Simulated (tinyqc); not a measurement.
Dopant series: competing polymorphs of an oxide film: bulk, surface, grain-boundary, dopant and field terms. Computed by tinyqc, a small Python program. Command: `OMP_NUM_THREADS=1 python tinyqc.py 3000113 3000114 out.jsonl polymorph walk`. One thread of a shared host (Intel(R) Xeon(R) Processor @ 2.30GHz), about 0.01 s of CPU time with the checks.

Phases: monoclinic m (reference), polar orthorhombic o, tetragonal t. Free energies per formula unit (f.u.); 1 J/m^2 x angstrom^3/nm = 6.241509 meV.

Inputs (values chosen for the exercise, for a model oxide): energy of the polar phase o over m = 45 meV/f.u.; energy of the tetragonal phase t over m = 122 meV/f.u.; entropy of o over m = 0.0028 meV/(f.u. K); entropy of t over m = 0.054 meV/(f.u. K); surface energy of m = 3.39 J/m^2; surface energy of o = 2.98 J/m^2; surface energy of t = 2.8 J/m^2; grain-boundary energy over surface energy = 0.56; volume per formula unit Omega = 32.7 angstrom^3; film thickness h = 9.5 nm; grain radius R = 10 nm; temperature T = 900 K; shift of o per % of dopant = -6.9 meV/f.u.; shift of t per % of dopant = -14 meV/f.u.; width sigma of ln R = 0.48; interlayer thickness (SiO2) = 0.51 nm.

Geometry: columnar grains in a film.

permittivities of m, o, t: [19, 27, 39]

Method:
- Bulk term b = H - T S + (shift) x, zero for m.
- With G = b + gamma Omega A (b the bulk free energy per formula unit, A the area per volume), two phases i, j cross at A_ij = (b_j - b_i)/(Omega (gamma_i - gamma_j)); o has a window only if A_mo < A_ot.
- Grain radii are log-normal by volume with median R and width sigma; the share with A above A* is that with radius below R*, R* = f_b/(A* - 2/h) (all grains if A* <= 2/h), share = (1/2) erfc[-ln(R*/R)/(sqrt 2 sigma)]. Effective permittivity of a layer of thickness h built of such grains, taken in parallel: sum of share x eps; EOT = interlayer + 3.9 h/eps.

Against dopant content:
```
x (%)  A_mo (1/nm)  A_ot (1/nm)  share m   share o  share t
0.0        0.50765       0.8416  0.99975  0.000254   0.0000
1.0        0.42519       0.6484  0.99744  0.002550   0.0000
2.0        0.34273       0.4551  0.96324  0.035691   0.0011
3.0        0.26028       0.2619  0.40265  0.025394   0.5720
4.0        0.17782       0.0686  0.00000  0.000000   1.0000
5.0        0.09536      -0.1247  0.00000  0.000000   1.0000
6.5       -0.02832      -0.4146  0.00000  0.000000   1.0000
8.0       -0.15201      -0.7045  0.00000  0.000000   1.0000
10.0      -0.31692      -1.0910  0.00000  0.000000   1.0000
```

What follows from these numbers?

The dopant lowers t by 14 and o by 6.9 meV per %, so A_ot falls faster than A_mo. The share of o peaks at x = 2 % (0.04): a doping window between m and t. t holds the majority from x = 3 % on.

Extremes, crossings and ranges named in words are read from the listed rows.
